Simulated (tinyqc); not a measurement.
Thermionic-field emission through a Schottky barrier, WKB: two steps of the calculation.

Metal on an n-type semiconductor with one parabolic valley; V > 0 is forward bias (metal positive). Energies E are counted from the conduction edge of the neutral semiconductor, whose Fermi level lies at -xi; that of the metal lies at -xi - V. The barrier is a parabola of height Vd = phi - xi - V (depletion approximation, no image force).

Values chosen for this exercise; band and dielectric values close to those of cadmium telluride: temperature T = 300 K; electron mass me = 0.101 m0; relative permittivity eps_r = 10; barrier height seen from the metal phi = 0.45 eV; donor density Nd = 2.3e19 cm^-3; bias V = 0.15 V; points of the energy grid nE = 15; upper end of the energy grid Eb = 0.7 eV.

Constants: q = 1.602176634e-19 C, kB = 1.380649e-23 J/K, hbar = 1.054571817e-34 J s, h = 6.62607015e-34 J s, m0 = 9.1093837015e-31 kg, Vt = kB T/q, eps0 = 8.8541878128e-14 F/cm where lengths are in cm. Results are converted to the units shown.

Question 1. Fermi level, barrier and E00. Nc = 2 (2 pi me m0 kB T/h^2)^1.5 (times 1e-6 for cm^-3); Nd = Nc F12(-xi/Vt), F12(x) = (2/sqrt(pi)) int_0^infinity sqrt(u)/(1 + exp(u - x)) du; E00 = (hbar/2) sqrt(Nd/(me m0 eps0 eps_r)) in SI units (volts). W = sqrt(2 eps0 eps_r Vd/(q Nd)).

Give: Nc; xi; Vd; W; E00; E00/Vt.

Answer 1.

Nc = 8.0548e17 cm^-3
xi = -0.29008 eV
Vd = 0.59008 V
W = 5.3251 nm
E00 = 88.599 meV
E00/Vt = 3.4272

By a common rule of thumb, E00/Vt below 0.5 marks thermionic emission, 0.5 to 5 thermionic-field emission and above 5 field emission. By that rule alone: thermionic-field emission; with a high barrier, tunnelling near its top can carry most of the current even below 0.5.

Question 2. Current density on a coarse grid. For E < Vd, ln T(E) = -(Vd/E00) [sqrt(1 - y) - y ln((1 + sqrt(1 - y))/sqrt(y))], y = E/Vd; T(E) = 1 above. J = A* T (q/kB) int_0^infinity T(E) N(E) dE, N = ln[(1 + exp((-xi - E)/Vt))/(1 + exp((-xi - V - E)/Vt))], A* = 4 pi q me m0 kB^2/h^3 (times 1e-4 for A/(cm^2 K^2)). Simpson's rule on nE equally spaced points from 0 to Eb.

xi = -0.29008365 eV
Vd = 0.59008365 V
E00 = 88.599350 meV

Give: E; T(E); N; T(E) N; J.

Answer 2.

| point | E (eV) | T(E) | N | T(E) N |
|---|---|---|---|---|
| 0 | 0.00000 | 0.0012810 | 5.7978 | 0.0074269 |
| 1 | 0.05000 | 0.0050094 | 5.7721 | 0.028915 |
| 2 | 0.10000 | 0.013080 | 5.6105 | 0.073383 |
| 3 | 0.15000 | 0.029061 | 4.9035 | 0.14250 |
| 4 | 0.20000 | 0.057801 | 3.4208 | 0.19773 |
| 5 | 0.25000 | 0.10533 | 1.7288 | 0.18208 |
| 6 | 0.30000 | 0.17810 | 0.51758 | 0.092182 |
| 7 | 0.35000 | 0.28155 | 0.093651 | 0.026367 |
| 8 | 0.40000 | 0.41772 | 0.014096 | 0.0058881 |
| 9 | 0.45000 | 0.58227 | 0.0020500 | 0.0011937 |
| 10 | 0.50000 | 0.76071 | 2.9661e-4 | 2.2563e-4 |
| 11 | 0.55000 | 0.92338 | 4.2882e-5 | 3.9597e-5 |
| 12 | 0.60000 | 1.0000 | 6.1990e-6 | 6.1990e-6 |
| 13 | 0.65000 | 1.0000 | 8.9610e-7 | 8.9610e-7 |
| 14 | 0.70000 | 1.0000 | 1.2954e-7 | 1.2954e-7 |

J = 1.5991e6 A/cm^2

The integrand peaks at E = 0.200 eV among these points, 0.34 of the barrier height.

Range of the model: The depletion approximation, a parabolic band and the neglect of image-force lowering make these currents estimates at high doping.

Numbers from tinyqc (`OMP_NUM_THREADS=1 python tinyqc.py 2640076 2640077 out.jsonl`; about 0.04 s on one thread of a shared Intel Xeon 2.30GHz).
